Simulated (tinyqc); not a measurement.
## Charge pumping in an n-channel transistor: effect of temperature

The gate is pulsed from accumulation to inversion and back. Energies E are counted from the intrinsic level; Dit(E) = D0 [1 + b (2 E/Eg)^2]. During each edge the traps near the bands emit their carriers, and those between Eh and Ee recombine once a cycle.

Nc and Nv are given at 300 K and scale as T^1.5, vth as T^0.5; Eg and the cross-sections are held. ni = sqrt(Nc Nv) exp(-Eg/(2 Vt)), Eg in volts; emission times te = (dV/Va) tf and th = (dV/Va) tr; Ee = -Vt ln(vth sn ni te), Eh = +Vt ln(vth sp ni th). Nit = integral of Dit from Eh to Ee = D0 [Ee - Eh + 4 b (Ee^3 - Eh^3)/(3 Eg^2)], Qcp = q A Nit, Icp = f Qcp.

Parameters, values chosen for the exercise; band and dielectric values close to those of silicon:
```
symbol,value,unit,meaning
Eg,1.14,eV,band gap
Nc,2.82e19,cm^-3,conduction-band density of states at 300 K
Nv,2.68e19,cm^-3,valence-band density of states at 300 K
A,0.81,um^2,gate area
D0,2.6e10,cm^-2 eV^-1,trap density at midgap
b,0,,rise of the trap density towards the band edges
sn,6.4e-16,cm^2,cross-section for electrons
sp,5.2e-16,cm^2,cross-section for holes
vth,2e7,cm/s,"thermal velocity at 300 K, one nominal value for electrons and holes"
dV,1.12,V,Vth - Vfb
Va,3.1,V,pulse height
f,19000,Hz,frequency
tr,2100,ns,rise time
tf,530,ns,fall time
```

Constants: q = 1.602176634e-19 C, kB = 1.380649e-23 J/K, Vt = kB T/q. Results are converted to the units shown.

Result of one run:

| T (K) | Ee (eV) | Eh (eV) | Nit (cm^-2) | Icp (pA) |
|---|---|---|---|---|
| 220 | 0.3710 | -0.3488 | 1.871e10 | 0.4615 |

What becomes of these results when the temperature T is changed from 220 to 260 K, all else the same?

Result of the changed run:

| T (K) | Ee (eV) | Eh (eV) | Nit (cm^-2) | Icp (pA) |
|---|---|---|---|---|
| 260 | 0.3273 | -0.3011 | 1.634e10 | 0.4029 |

The whole series:

| T (K) | Ee (eV) | Eh (eV) | Nit (cm^-2) | Icp (pA) |
|---|---|---|---|---|
| 180 | 0.4134 | -0.3953 | 2.102e10 | 0.5184 |
| 220 | 0.3710 | -0.3488 | 1.871e10 | 0.4615 |
| 260 | 0.3273 | -0.3011 | 1.634e10 | 0.4029 |
| 300 | 0.2826 | -0.2523 | 1.391e10 | 0.3429 |
| 340 | 0.2369 | -0.2027 | 1.143e10 | 0.2818 |
| 380 | 0.1904 | -0.1522 | 8.908e9 | 0.2196 |
| 420 | 0.1432 | -0.1009 | 6.349e9 | 0.1565 |

The window Ee - Eh shrinks from 0.809 to 0.244 eV, since emission is faster when hot, and Icp falls from 0.518 to 0.157 pA.

Range of the model: The Fermi levels of inversion and accumulation are taken to lie beyond Ee and Eh, the flat tops to fill all traps, and no geometric current is added.

Program tinyqc, `OMP_NUM_THREADS=1 python tinyqc.py 2030085 2030086 out.jsonl`; Intel Xeon 2.30GHz, shared host, one thread, about 0.01 s.
